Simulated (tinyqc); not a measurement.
Deal-Grove kinetics of thermal oxidation of silicon. Changing the initial oxide x_i. Computed by tinyqc, a small Python program. Command: `OMP_NUM_THREADS=1 python tinyqc.py 3015396 3015397 out.jsonl oxide sweep`. One thread of a shared host (Intel(R) Xeon(R) Processor @ 2.30GHz), about 0.2 s of CPU time with the checks.

Oxidant diffuses through the oxide and reacts at the interface, so that dx/dt = B/(A + 2x) for the oxide thickness x.

Inputs (values chosen for the exercise, close to those used for silicon):
```
quantity                       value    unit
prefactor B0                     746  um^2/h
activation energy E_B           1.24      eV
prefactor (B/A)0            5.98e+06    um/h
activation energy E_A              2      eV
temperature T                    825       C
oxidant pressure p                 5     atm
pressure exponent m of B/A      0.72       -
time t                           5.3       h
```

Ambient: dry oxygen. Surface: (111).

Constants: k_B = 8.617333262e-05 eV/K.

Method:
- B = B0 p exp(-E_B/(k_B T)), B/A = (B/A)0 p^m exp(-E_A/(k_B T)), p in atm; A = B/(B/A).
- Temperatures in kelvin are T(C) + 273.15.
- tau = (x_i^2 + A x_i)/B and x = (A/2) [sqrt(1 + 4 B (t + tau)/A^2) - 1], the root of x^2 + A x = B (t + tau).
- Silicon consumed is 0.44 times the oxide grown; the rate is B/(A + 2x).

One run for each value:
```
initial oxide x_i (um)  oxide thickness x (um)  silicon consumed (um)     tau (h)
0.002                                  0.06245               0.026598  1.5892e-01
0.0047                                 0.06470               0.026402  3.7513e-01
0.011                                  0.06999               0.025954  8.8709e-01
0.026                                  0.08269               0.024943  2.1481e+00
0.061                                  0.11292               0.022846  5.3205e+00
0.14                                   0.18353               0.019153  1.3666e+01
0.34                                   0.37069               0.013504  4.2133e+01
0.8                                    0.81815               0.007985  1.4755e+02
```

What does the table show, and why?

Over the rows, oxide thickness x (um) rises from 0.0625 to 0.818 (exponent d ln y / d ln x 0.041 between the first rows and 0.93 between the last); silicon consumed (um) falls from 0.0266 to 0.00798 (exponent d ln y / d ln x -0.0087 between the first rows and -0.61 between the last); tau (h) rises from 0.159 to 148 (exponent d ln y / d ln x 1.0 between the first rows and 1.5 between the last). The oxide grown, x - x_i, falls from 0.0605 to 0.0181 um: an existing film lengthens the diffusion path.

Caution (rows 0.00200, 0.00470, 0.0110): dry oxides grow faster than Deal-Grove predicts below about 0.03 um, so a start from a thinner film underestimates the thickness (a common remedy is x_i = 0.025 um).
